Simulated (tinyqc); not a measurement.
Carrier lifetime from Shockley-Read-Hall, radiative, Auger and surface recombination: one step, computed by the program tinyqc. Command: `OMP_NUM_THREADS=1 python tinyqc.py 3013665 3013666 out.jsonl lifetime walk`. One thread of a shared host (Intel(R) Xeon(R) Processor @ 2.30GHz), about 0.02 s of CPU time with the checks.

Energies are counted from the top of the valence band. Boltzmann statistics, full ionisation, and equal excess densities of electrons and holes.

Question. Equilibrium densities. N_c = 2 M_c (2 pi m_e k_B T/h^2)^(3/2) and N_v = 2 (2 pi m_h k_B T/h^2)^(3/2), masses in units of m_0. n_i = sqrt(N_c N_v) exp(-E_g/2 k_B T); majority density N/2 + sqrt(N^2/4 + n_i^2), minority density n_i^2 over it.

Inputs (values chosen for the exercise, with bands modelled on GaSb): gap E_g = 0.738 eV; electron mass m_e = 0.0404 m_0; valleys M_c = 1; hole mass m_h = 0.398 m_0; temperature T = 300 K; doping N = 7.3e+16 cm^-3.

Doping: p-type. Surface term: two equal surfaces.

Constants: m_0 = 9.1093837015e-31 kg; k_B = 1.380649e-23 J/K; h = 6.62607015e-34 J s; k_B = 8.617333262e-05 eV/K.

Give: N_c; N_v; n_i; n_0; p_0.

Answer.

N_c = 2.038e+17 cm^-3

N_v = 6.301e+18 cm^-3

n_i = 7.167e+11 cm^-3

n_0 = 7.037e+06 cm^-3

p_0 = 7.300e+16 cm^-3
